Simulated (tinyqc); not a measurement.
What each parameter does: Tamm state at the end of a one-band chain.

A half-infinite chain with site energy 0 and hopping -t, band E = -2t cos(ka); the end site has energy D. The surface Green function of the unperturbed half chain is g = (E -/+ sqrt(E^2 - 4t^2))/(2t^2), the root with |t g| <= 1 and Im g <= 0, and with the shift G = g/(1 - D g).

Values chosen for the exercise:
- t = 2.03 eV (hopping)
- D = -5.04 eV (shift of the end site)
- a = 3.7 angstrom (spacing)
- E = -3.2 eV (energy in the band)

E = D + t^2/D, weight 1 - (t/D)^2, decay length -a/ln|t/D|, surface density -Im G/pi at E.

Results for these values:
```
case,bound level (eV),weight,decay (angstrom),density (1/eV)
base,-5.8576,0.8378,4.069,0.0297
```

What happens to each result for D = -6.048 eV, all else kept?

Answer: bound level falls from -5.8576 to -6.7294; weight rises from 0.8378 to 0.8873; decay falls from 4.069 to 3.389; density falls from 0.0297 to 0.0186.

The same for each parameter in turn:
```
case,bound level (eV),weight,decay (angstrom),density (1/eV)
base,-5.8576,0.8378,4.069,0.0297
t = 2.1315 eV,-5.9414,0.8211,4.299,0.0324
D = -6.048 eV,-6.7294,0.8873,3.389,0.0186
a = 4.07 angstrom,-5.8576,0.8378,4.476,0.0297
E = -1.6 eV,-5.8576,0.8378,4.069,0.0277
```

Program tinyqc; command `OMP_NUM_THREADS=1 python tinyqc.py 1480119 1480120 out.jsonl`; about 0.01 s on one thread of a shared Intel(R) Xeon(R) Processor @ 2.30GHz.
